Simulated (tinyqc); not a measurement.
# Avrami exponent and activation energy from three anneals

Problem. Isothermal crystallisation follows X = 1 - exp(-(k t)^n) with k proportional to exp(-Ec q/(kB T)). Find n, k at both temperatures and Ec.

Constants: q = 1.602176634e-19 C, kB = 1.380649e-23 J/K. Results are converted to the units shown.

X at (453 K, 780 s), (453 K, 1560 s) and (473 K, 35 s): [0.11931171, 0.86903491, 0.32932316]

Solution. -ln(1 - X) = (k t)^n: the two times give n, and the two rates give Ec.

n = 4.00
k at 453 K = 7.65e-4 1/s
k at 473 K = 0.0227 1/s
Ec = 3.13 eV

Computed by the program tinyqc: `OMP_NUM_THREADS=1 python tinyqc.py 2490036 2490037 out.jsonl`, one thread of a shared Intel Xeon 2.30GHz, about 0.04 s for the whole run.
